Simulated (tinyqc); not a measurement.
Gain against bias and Miller's formula: avalanche multiplication and breakdown of a junction from ionisation integrals. Computed by tinyqc, a small Python program. Command: `OMP_NUM_THREADS=1 python tinyqc.py 3019283 3019284 out.jsonl impact walk`. One thread of a shared host (Intel(R) Xeon(R) Processor @ 2.30GHz), about 0.01 s of CPU time with the checks.

Ionisation coefficients follow the local field. Position x runs through the depletion layer from the p side (x = 0), where electrons enter, to the n side (x = w), where holes enter. The built-in voltage is neglected.

Inputs (values chosen for the exercise, modelled on GaAs): electron prefactor a_n = 187000 1/cm; electron field b_n = 582000 V/cm; hole prefactor a_p = 230000 1/cm; hole field b_p = 650000 V/cm; exponent c = 1.8; permittivity eps = 12.9; doping N of the lightly doped side = 2e+15 1/cm^3.

Junction: one-sided abrupt p+n.

Constants: e = 1.602176634e-19 C; eps_0 = 8.8541878128e-12 F/m.

Method:
- alpha_n = a_n exp(-(b_n/F)^c), alpha_p = a_p exp(-(b_p/F)^c).
- Field F = F_m (1 - s), w = eps eps_0 F_m/(e N), V = F_m w/2, with s = x/w (the peak lies at the p+ side).
- With Phi(x) = int_0^x (alpha_n - alpha_p) dx': 1 - 1/M_n = I_n = int_0^w alpha_n exp(-Phi) dx and M_p = M_n exp(-Phi(w)); trapezoid rule on 401 even points; breakdown at I_n = 1.
- Solve I_n(F_m) = 1.
- Miller's exponent n is defined by 1 - 1/M = (V/V_B)^n for the larger M.

breakdown voltage = 175.733 V

critical field F_m = 0.314010 MV/cm

Gain:
```
V/V_B   V (V)  F_m (MV/cm)     M_n     M_p  Miller exponent n
0.50    87.87      0.22204   1.042   1.012             4.6489
0.60   105.44      0.24323   1.130   1.047             4.2342
0.70   123.01      0.26272   1.332   1.140             3.8961
0.80   140.59      0.28086   1.807   1.379             3.6128
0.90   158.16      0.29790   3.344   2.206             3.3724
0.95   166.95      0.30606   6.483   3.934             3.2660
0.98   172.22      0.31085  15.944   9.174             3.2062
0.99   173.98      0.31244  31.724  17.924             3.1869
```

What does the comparison show, and why?

The larger gain passes 2 between 0.800 and 0.900 of V_B and reaches 31.7 at 0.99. Miller's exponent runs from 3.2 to 4.6, so it is not a constant: a fit holds over a narrow range only. From the first row to the last the voltage grows by a factor 1.98 and the peak field by 1.41.

Extremes, crossings and ranges named in words are read from the listed rows.
